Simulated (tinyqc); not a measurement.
Plane-averaged potentials: correction of a charged-defect supercell by a model charge and potential alignment (plane-averaged potentials). Computed by tinyqc, a small Python program. Command: `OMP_NUM_THREADS=1 python tinyqc.py 3111897 3111898 out.jsonl align walk`. One thread of a shared host (Intel(R) Xeon(R) Processor @ 2.30GHz), about 0.01 s of CPU time with the checks.

The "true" defect charge is (1 - x) q in a Gaussian of width sigma plus x q in one of width sigma_t, so the exact answer is known; the correction sees only a single model Gaussian of width sigma_m. A Gaussian of width s has the transform rho(G) = exp(-G^2 s^2/2), normalised to 1. A uniform background cancels q, so G = 0 is left out. Potentials are those felt by a unit positive charge. E_0 is the formation energy of the isolated defect, E_cell its value in the supercell, E_lat = E_iso - E_per of the model charge, C the true less the model potential far from the defect; the exact correction is E_0 - E_cell, and the error of a scheme is E_cell plus its correction less E_0.

Inputs (values chosen for the exercise, with screening close to that of HfO2):

| quantity | value | unit |
|---|---|---|
| defect charge q | 2 | e |
| dielectric constant eps | 22.5 | - |
| edge of the cubic cell L | 9.85 | angstrom |
| width sigma of the true defect charge | 0.85 | angstrom |
| width sigma_m of the model charge | 0.64 | angstrom |
| share x of the charge in a wide tail | 0.22 | - |
| width sigma_t of the tail | 1.4 | angstrom |

Constants: e^2/(4 pi eps_0) = 14.39964548 eV angstrom.

Method. Plane-averaged potential at distance z from the defect: V(z) = (4 pi q/(eps L^3)) (e^2/(4 pi eps_0 e)) sum_(m != 0) rho(G_m) cos(G_m z)/G_m^2, G_m = 2 pi m/L, |m| <= 40.

Potentials (V):

| z/L | z (angstrom) | true | model | difference |
|---|---|---|---|---|
| 0.00 | 0.0000 | 0.080231 | 0.097198 | -0.016967 |
| 0.05 | 0.4925 | 0.073863 | 0.087290 | -0.013427 |
| 0.10 | 0.9850 | 0.057010 | 0.063200 | -0.006190 |
| 0.15 | 1.4775 | 0.034695 | 0.035047 | -0.000351 |
| 0.20 | 1.9700 | 0.011589 | 0.008859 | 0.002730 |
| 0.25 | 2.4625 | -0.009507 | -0.013564 | 0.004058 |
| 0.30 | 2.9550 | -0.027337 | -0.031934 | 0.004597 |
| 0.35 | 3.4475 | -0.041413 | -0.046222 | 0.004809 |
| 0.40 | 3.9400 | -0.051541 | -0.056428 | 0.004887 |
| 0.45 | 4.4325 | -0.057639 | -0.062551 | 0.004913 |
| 0.50 | 4.9250 | -0.059674 | -0.064593 | 0.004919 |

The difference moves by 0.03 mV between z/L = 0.4 and 0.5: a plateau.
